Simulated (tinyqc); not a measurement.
Inside a calculation. Method: FCI on RHF in the 6-311g basis, for He, spin multiplicity 1. One step of it, computed by the program tinyqc.

Question. FCI: determinants and Hamiltonian. Slater-Condon rules over spin orbitals, with the nuclear repulsion added and E(HF) subtracted on the diagonal. Only determinants linked to the reference directly or through others are kept (one block of an abelian symmetry group), so some states are absent.

one-electron integrals over orbitals h = C^T H C (hartree):
```
           1          2          3
1  -1.943024   0.277318   0.173910
2   0.277318  -0.343196  -0.333392
3   0.173910  -0.333392   4.176135
```

Two-electron integrals over orbitals (pq|rs), unique and non-zero (hartree):
```
(11|11) 1.026153    (21|11) -0.277318   (21|21) 0.146549    (22|11) 0.659589
(22|21) -0.113630   (22|22) 0.506646    (31|11) -0.173910   (31|21) 0.125599
(31|22) -0.078781   (31|31) 0.216548    (32|11) 0.229495    (32|21) -0.120916
(32|22) 0.102674    (32|31) -0.148688   (32|32) 0.127591    (33|11) 1.176980
(33|21) -0.380997   (33|22) 0.727303    (33|31) -0.386668   (33|32) 0.380658
(33|33) 1.599956
```

nuclear repulsion = 0 hartree

Hartree-Fock energy = -2.85989542 hartree

Give: determinants; H - E(HF) between determinants.

Answer.

Occupation strings over the orbitals (2 doubly, a alpha, b beta, 0 empty; spin orbitals ordered 1a 1b 2a 2b ...): 200 ab0 a0b ba0 b0a 020 0ab 0ba 002

H - E(HF) between determinants (hartree):
```
        200     ab0     a0b     ba0     b0a     020     0ab     0ba
200   0.000   0.000   0.000   0.000   0.000   0.147   0.126  -0.126
ab0   0.000   1.233  -0.104  -0.147  -0.126   0.164  -0.121  -0.095
a0b   0.000  -0.104   6.270  -0.126  -0.217  -0.121  -0.104   0.149
ba0   0.000  -0.147  -0.126   1.233  -0.104  -0.164  -0.095  -0.121
b0a   0.000  -0.126  -0.217  -0.104   6.270   0.121   0.149  -0.104
020   0.147   0.164  -0.121  -0.164   0.121   2.680  -0.231   0.231
0ab   0.126  -0.121  -0.104  -0.095   0.149  -0.231   7.420  -0.128
0ba  -0.126  -0.095   0.149  -0.121  -0.104   0.231  -0.128   7.420
002   0.217  -0.149  -0.213   0.149   0.213   0.128   0.047  -0.047

        002
200   0.217
ab0  -0.149
a0b  -0.213
ba0   0.149
b0a   0.213
020   0.128
0ab   0.047
0ba  -0.047
002  12.812
```
